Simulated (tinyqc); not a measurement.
Comparisons within one model: carbon nanotube by zone folding. A value that a table varies takes the place of the one given here.

Circumference C = n a1 + m a2, a = sqrt3 acc; d = a sqrt(n^2 + nm + m^2)/pi; tan(theta) = sqrt3 m/(2n + m); dR = gcd(2n + m, 2m + n); T = t1 a1 + t2 a2 with t1 = (2m + n)/dR, t2 = -(2n + m)/dR, |T| = sqrt3 pi d/dR; N = 2 (n^2 + nm + m^2)/dR hexagons a cell. On cutting line mu = 0 to N - 1 at x = k|T|/(2 pi) the phases are p1 = 2 pi (-t2 mu + m x)/N, p2 = 2 pi (t1 mu - n x)/N, and E = -/+ t |1 + exp(i p1) + exp(i p2)|.

Parameters, chosen for this exercise (near those used for carbon; shifted at random, so the results belong to these values and not to a real crystal): t = 2.64 eV (hopping); acc = 1.42 angstrom (bond length); tubes = ((6, 4), (9, 1), (16, 14), (15, 11), (8, 3), (6, 2), (13, 6)) (pairs (n, m)); n = 16 (chiral index); m = 6 (chiral index).

## Semiconducting tubes compared

E11 and E22 are twice the two lowest band edges; the cone gives E11 d = 2 t acc and E22/E11 = 2.

Tubes:

| (n,m) | d (angstrom) | theta (deg) | (n - m) mod 3 | E11 (eV) | E22 (eV) | E11 d/(2 t acc) | E22/E11 |
|---|---|---|---|---|---|---|---|
| (6,4) | 6.83 | 23.4 | 2 | 1.1038 | 2.0919 | 1.005 | 1.895 |
| (9,1) | 7.47 | 5.2 | 2 | 1.0322 | 1.8680 | 1.028 | 1.810 |
| (16,14) | 20.36 | 27.8 | 2 | 0.3685 | 0.7324 | 1.001 | 1.987 |
| (15,11) | 17.70 | 24.9 | 1 | 0.4217 | 0.8497 | 0.995 | 2.015 |
| (8,3) | 7.71 | 15.3 | 2 | 0.9892 | 1.8352 | 1.017 | 1.855 |
| (6,2) | 5.65 | 13.9 | 1 | 1.2784 | 2.7324 | 0.963 | 2.137 |
| (13,6) | 13.17 | 18.0 | 1 | 0.5624 | 1.1553 | 0.988 | 2.054 |

E11 follows 1/d first. For mod 1 the scaled E11 lies below one (0.963 to 0.995) and E22/E11 above two (2.015 to 2.137). For mod 2 the scaled E11 lies above one (1.001 to 1.028) and E22/E11 below two (1.810 to 1.987). The largest departure of the scaled E11 is that of (6,2); warping acts as cos(3 theta)/d, most for thin tubes near zigzag. Below about 8 angstrom curvature, left out of zone folding, changes the gaps further.

## Neighbouring tubes

Diameter, chiral angle and twice the lowest band edge. Each row changes one parameter from the base and keeps the others.

Results:

| case | d (angstrom) | theta (deg) | gap (eV) |
|---|---|---|---|
| base | 15.421 | 15.30 | 0.4805 |
| n = 17 | 16.178 | 14.56 | 0.4680 |
| m = 7 | 15.987 | 17.27 | 0.0000 |
| t = 2.772 eV | 15.421 | 15.30 | 0.5046 |
| acc = 1.46 angstrom | 15.855 | 15.30 | 0.4805 |

The largest shifts from the base row, up to three for each result and ties (the steps differ in size, so this ranks the rows, not the parameters). d (angstrom): n +0.756, m +0.566, acc +0.434; unchanged at the printed digits by t. theta (deg): m +1.97, n -0.73; unchanged at the printed digits by t and acc. gap (eV): m -0.4805, t +0.0240, n -0.0126; unchanged at the printed digits by acc. In zone folding the gap does not depend on acc at fixed (n, m); a step in n or m changes (n - m) mod 3 and closes the gap where that becomes zero.

Run: tinyqc, `OMP_NUM_THREADS=1 python tinyqc.py 1481856 1481857 out.jsonl`; Intel(R) Xeon(R) Processor @ 2.30GHz, one thread, shared host; about 0.02 s of CPU time with all checks.
